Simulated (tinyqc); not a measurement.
Inside a calculation. Model: Schottky barrier on an n-type semiconductor with a doping step, non-linear Poisson equation by Newton steps.

tinyqc, about 0.09 s, one thread, Intel Xeon 2.30GHz (shared host): `OMP_NUM_THREADS=1 python tinyqc.py 2020017 2020018 out.jsonl` Printed values are rounded.

One dimension, metal at x = 0, donor density C(x) = N1 for x < x1 and Nd beyond. Energies are counted from the electron Fermi level of the semiconductor and the conduction-band edge is Ec = -psi, so n = Nc exp(psi/Vt); holes follow the Fermi level of the metal, at -V, so p = Nv exp((V - psi - Eg)/Vt). Ends: psi(0) = V - phiB and psi = Vt ln(Nd/Nc) deep inside. Boltzmann statistics, full ionisation, no current, no image force in the Poisson equation.

Values chosen for this exercise; band and dielectric values close to those of gallium phosphide: temperature T = 350 K; band gap Eg = 2.26 eV; relative permittivity eps_r = 11.1; conduction-band density of states at T Nc = 2.24e19 cm^-3; valence-band density of states at T Nv = 2.39e19 cm^-3; donor density deep in the semiconductor Nd = 5.9e16 cm^-3; barrier height phiB = 1.4 eV; bias of the metal against the semiconductor V = 0.59 V; depth of the doping step x1 = 130 nm; donor density above the step N1 = 3e15 cm^-3.

Constants: q = 1.602176634e-19 C, kB = 1.380649e-23 J/K, Vt = kB T/q, eps0 = 8.8541878128e-14 F/cm where lengths are in cm. Results are converted to the units shown.

## End potentials, built-in voltage, Debye length

psi_0 = V - phiB, psi_b = Vt ln(Nd/Nc), Vbi = phiB - Vt ln(Nc/Nd), LD = sqrt(eps0 eps_r Vt/(q Nd)), W = sqrt(2 eps0 eps_r (Vbi - V)/(q Nd)), hole density at the metal p_0 = Nv exp((phiB - Eg)/Vt).

psi_0 = -0.81 V
psi_b = -0.179133 V
Vbi = 1.22087 V
LD = 17.7082 nm
W for uniform Nd = 114.535 nm
p_0 = 9.88423e6 cm^-3

The hole density at the metal is 1.7e-10 times Nd, so holes hardly matter.

## Doping on the mesh

x, node 0 to 11 (nm): 0  18  38.7  62.5  89.8  121  157  199  247  302  365  437

C = N1 for x < x1 and Nd beyond, taken at the nodes.

donor density C, node 0 to 11 (cm^-3): 3e15  3e15  3e15  3e15  3e15  3e15  5.9e16  5.9e16  5.9e16  5.9e16  5.9e16  5.9e16

## Couplings between neighbouring nodes

a_i = eps0 eps_r/h_i for the interval from node i to i + 1, with h_i = x_(i+1) - x_i in cm.

coupling a_i, interval 0 to 10 (F/cm^2): 5.46008e-7  4.74790e-7  4.12947e-7  3.60005e-7  3.15005e-7  2.73004e-7  2.34004e-7  2.04753e-7  1.78694e-7  1.56002e-7  1.36502e-7

## Starting potential

A straight line in x from psi_0 = V - phiB to psi_b = Vt ln(Nd/Nc).

psi at the start, node 0 to 11 (V): -0.810000  -0.784015  -0.754131  -0.719773  -0.680362  -0.635320  -0.583350  -0.522717  -0.453423  -0.374023  -0.283074  -0.179133

## Iteration 1: densities, residual and Jacobian diagonal

n_i = Nc exp(psi_i/Vt), p_i = Nv exp((V - psi_i - Eg)/Vt), rho_i = p_i - n_i + C_i, g_i = (n_i + p_i)/Vt. Box widths w_i = (h_(i-1) + h_i)/2 in cm. Residual F_i = a_i (psi_(i+1) - psi_i) - a_(i-1) (psi_i - psi_(i-1)) + q rho_i w_i; Jacobian: a_(i-1) and a_i beside the diagonal, b_i = -a_(i-1) - a_i - q g_i w_i on it. The two end nodes are fixed.

```
node   n (cm^-3)   p (cm^-3)
0      4.86140e7   9.88423e6
1      1.15063e8   4.17609e6
2      3.09908e8   1.55050e6
3      9.68219e8   4.96285e5
4      3.57659e9   1.34349e5
5     1.59234e10     30176.5
6     8.92035e10     5386.69
7     6.65967e11     721.526
8     6.62594e12     72.5199
9     9.21624e13     5.21375
10    1.88001e15    0.255590
11        5.9e16  0.00814427
```

```
node  residual F (C/cm^2)  diagonal b (F/cm^2)
1             9.30064e-10          -1.02080e-6
2              1.06945e-9          -8.87737e-7
3              1.22807e-9          -7.72953e-7
4              1.40591e-9          -6.75010e-7
5              1.61499e-9          -5.88009e-7
6              3.68660e-8          -5.07010e-7
7              4.25373e-8          -4.38773e-7
8              4.86767e-8          -3.83628e-7
9              5.56846e-8          -3.37584e-7
10             6.17735e-8          -3.59916e-7
```

## Iteration 1: Newton step

Solve the tridiagonal system a_(i-1) d_(i-1) + b_i d_i + a_i d_(i+1) = -F_i for nodes 1 to 10, with d = 0 on fixed nodes. Each component d is damped to sign(d) Vt ln(1 + |d|/Vt) before it is added.

Newton step d, before damping, node 1 to 10 (V): 0.16596  0.35486  0.56946  0.81221  1.08517  1.39421  1.59723  1.62162  1.37881  0.76927
psi after iteration 1, node 0 to 11 (V): -0.810000  -0.727547  -0.677319  -0.629600  -0.579936  -0.526429  -0.467082  -0.402431  -0.332687  -0.258083  -0.184227  -0.179133

## Iteration 2: densities, residual and Jacobian diagonal

As before.

```
node   n (cm^-3)   p (cm^-3)
0      4.86140e7   9.88423e6
1      7.48214e8   6.42212e5
2      3.95622e9   1.21457e5
3     1.92491e10     24962.8
4     9.98922e10     4810.31
5     5.88843e11     816.028
6     4.21275e12     114.061
7     3.59338e13     13.3722
8     3.62877e14     1.32418
9     4.30542e15    0.111606
10    4.98308e16  0.00964287
11        5.9e16  0.00814427
```

```
node  residual F (C/cm^2)  diagonal b (F/cm^2)
1             -2.02418e-8          -1.02080e-6
2             -3.07277e-9          -8.87737e-7
3            -5.98520e-10          -7.72953e-7
4             3.81782e-10          -6.75012e-7
5             9.61799e-10          -5.88019e-7
6              3.57900e-8          -5.07095e-7
7              4.16634e-8          -4.39616e-7
8              4.74339e-8          -3.93374e-7
9              4.98923e-8          -4.69635e-7
10           -9.10173e-10          -2.07928e-6
```

## Iteration 2: Newton step

As before.

Newton step d, before damping, node 1 to 10 (V): 0.055385  0.161710  0.291400  0.441825  0.612529  0.805996  0.879062  0.762772  0.406452  0.030057
psi after iteration 2, node 0 to 11 (V): -0.810000  -0.696105  -0.621513  -0.558220  -0.496982  -0.434164  -0.366880  -0.299702  -0.234086  -0.177478  -0.163373  -0.179133

## Course of the Newton iteration

Stop when the largest undamped |d| is below 1e-9 V, or after 80 iterations.

Course of the iteration:
```
iteration  largest |F| (C/cm^2)  largest |d| (V)  at node
1                       6.18e-8             1.62        8
2                       4.99e-8            0.879        7
3                       4.81e-8            0.358        6
4                       3.03e-8            0.117        6
5                       1.99e-8           0.0294        6
6                       4.54e-9          7.93e-3        4
7                      2.46e-10          9.75e-4        4
8                      5.71e-12          1.55e-5        4
9                      1.91e-15          4.00e-9        4
10                      < 1e-20          < 1e-12        4
```

Converged in 10 iterations. Once the step is below 0.1 Vt, 3 more iteration(s) reach the threshold: near the solution the error is roughly squared each time.

## Converged densities, field and barrier lowering

converged psi, node 0 to 11 (V): -0.810000  -0.736013  -0.652887  -0.559902  -0.456654  -0.343111  -0.217508  -0.184378  -0.179678  -0.179177  -0.179136  -0.179133

n and p as above; E_i = -(psi_(i+1) - psi_i)/h_i; at the metal |E_0| = |E on interval 0| + q rho_0 (h_0/2)/(eps0 eps_r), rho_0 = p_0 - n_0 + C_0; image-force lowering dphi = sqrt(q |E_0|/(4 pi eps0 eps_r)).

```
node   n (cm^-3)   p (cm^-3)
0      4.86140e7   9.88423e6
1      5.65098e8   8.50316e5
2      8.89373e9     54028.2
3     1.94092e11     2475.69
4     5.95271e12     80.7216
5     2.56844e14     1.87083
6     1.65298e16   0.0290694
7     4.95818e16  0.00969129
8     5.79422e16  0.00829295
9     5.89123e16  0.00815640
10    5.89943e16  0.00814506
11        5.9e16  0.00814427
```

field E, interval 0 to 10 (kV/cm): -41.1038  -40.1574  -39.0693  -37.8198  -36.3922  -34.8896  -7.8881  -0.9791  -0.0910  -0.0067  -0.0004
|E_0| at the metal = 41.5439 kV/cm
image-force lowering = 23.2150 mV

A mesh of about 1000 nodes or more gives |E_0| = 43.77 kV/cm; the 12-node value is 5.1 % below it.
